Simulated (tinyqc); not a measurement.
Dose and depth of a threshold implant.

Problem. A sheet of D acceptors per cm^2 lies at depth xi inside the depleted layer of a body doped Na. In the depletion approximation VT = Vfb + f2 + q D/Cox + gamma sqrt(f2 + Vsb - q D xi/(eps0 eps_r)), gamma = sqrt(2 eps0 eps_r q Na)/Cox, Cox = eps0 eox/tox. Find gamma, D and xi.

Values chosen for this exercise; band and dielectric values close to those of silicon:
- eps_r = 11.9 (relative permittivity)
- Na = 1.4e18 cm^-3 (acceptor density deep in the body)
- eox = 3.9 (relative permittivity of the gate insulator (close to silicon dioxide))
- tox = 4.4 nm (insulator thickness)
- Vfb = -0.52 V (flat-band voltage)
- f2 = 0.937 V (band bending 2 phiF at threshold)

Constants: q = 1.602176634e-19 C, eps0 = 8.8541878128e-14 F/cm where lengths are in cm. Results are converted to the units shown.

VT against the source at Vsb = 0 and 2.1 V (V): 1.3568285  2.0521623

Solution. With y^2 = f2 - q D xi/(eps0 eps_r) and d the difference of the thresholds over gamma, sqrt(y^2 + Vsb) - y = d gives y = (Vsb - d^2)/(2 d). The first threshold then gives D, and y^2 gives xi.

gamma = 0.876 V^0.5
D = 6.30e11 cm^-2
xi = 8.30 nm

Computed by the program tinyqc: `OMP_NUM_THREADS=1 python tinyqc.py 2080043 2080044 out.jsonl`, one thread of a shared Intel Xeon 2.30GHz, about 0.5 s for the whole run.
